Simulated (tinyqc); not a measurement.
# MESFET, gradual channel with velocity saturation: depletion, velocity and field along the channel

A uniformly doped n-type channel, depleted from the top by a Schottky gate; at channel potential V the depleted share of a is u = sqrt((Vbi - Vg + V)/Vp), s at the source. Electrons drift with v = mu E/(1 + mu E/vsat). Abrupt depletion edge, no series resistance, source at 0.

Vbi = phiB - Vt ln(Nc/Nd); Vp = q Nd a^2/(2 eps0 eps_r); G0 = q mu Nd a W/L; Z = mu Vp/(vsat L); s = sqrt((Vbi - Vg)/Vp). I = (G0 Vp/3) F/(1 + Z (u^2 - s^2)), F = 3 (u^2 - s^2) - 2 (u^3 - s^3), with u at V = Vd; Z = 0 gives constant mobility, for which u stops at 1. At channel potential V: y/L = (G0 Vp/3) F(u)/I - Z V/Vp, v = vsat I Z/(G0 Vp (1 - u)), E = (vsat/mu) w/(1 - w) with w = v/vsat.

Parameters, values chosen for the exercise; material values close to those of gallium arsenide: temperature T = 350 K; relative permittivity of the semiconductor eps_r = 13.1; conduction-band density of states at T Nc = 5.66e17 cm^-3; donor density of the channel Nd = 3.7e16 cm^-3; channel thickness a = 240 nm; low-field mobility at this doping mu = 4500 cm^2/(V s); saturation velocity vsat = 8.1e6 cm/s; gate length L = 0.3 um; gate width W = 300 um; Schottky barrier phiB = 0.86 V; gate voltage Vg = 0 V; drain voltage Vd = 0.11 V.

Constants: q = 1.602176634e-19 C, kB = 1.380649e-23 J/K, Vt = kB T/q, eps0 = 8.8541878128e-14 F/cm where lengths are in cm. Results are converted to the units shown.

Along the channel:
```
V (V)         u     y/L  v (cm/s)  E (kV/cm)
0       0.72690  0.0000  4.9331e6     2.8038
0.0183  0.73540  0.2089  5.0916e6     3.0464
0.0367  0.74385  0.4015  5.2596e6     3.3330
0.055   0.75216  0.5761  5.4359e6     3.6728
0.0733  0.76038  0.7338  5.6224e6     4.0847
0.0917  0.76856  0.8755  5.8210e6     4.5976
0.11    0.77660  1.0000  6.0307e6     5.2458
```

From source to drain the open share 1 - u falls from 0.273 to 0.223, so the velocity rises by a factor of 1.22, to 0.745 vsat, and the field by 1.87. Half of Vd drops over the last 42 % of the gate length.

Program tinyqc, `OMP_NUM_THREADS=1 python tinyqc.py 2500119 2500120 out.jsonl`; Intel Xeon 2.30GHz, shared host, one thread, about 0.07 s.
